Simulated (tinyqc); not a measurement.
Tight binding, honeycomb lattice, step by step. One step of it, computed by the program tinyqc.

Task: Bloch Hamiltonian at k. H_AB = -t1 (1 + exp(-i k.a1) + exp(-i k.a2)); H_AA = delta - 2 t2 sum cos(k.b + phi), H_BB = -delta - 2 t2 sum cos(k.b - phi), b = a1, a2 - a1, -a2.

Parameters chosen for this model:
```
parameter      value                        unit
t1          2.190000                 eV, nearest
t2                 0       eV, second neighbours
phi        -2.400000  rad, phase of t2 (Haldane)
delta       0.720000          eV, +/- on A and B
```

k point k (fractions of the reciprocal vectors): [0.160000, -0.200000]

Give: H(k) at k.

Result:

H(k) at k (eV), order A, B:
```
[[0.720, -4.040-0.234i],
 [-4.040+0.234i, -0.720]]
```
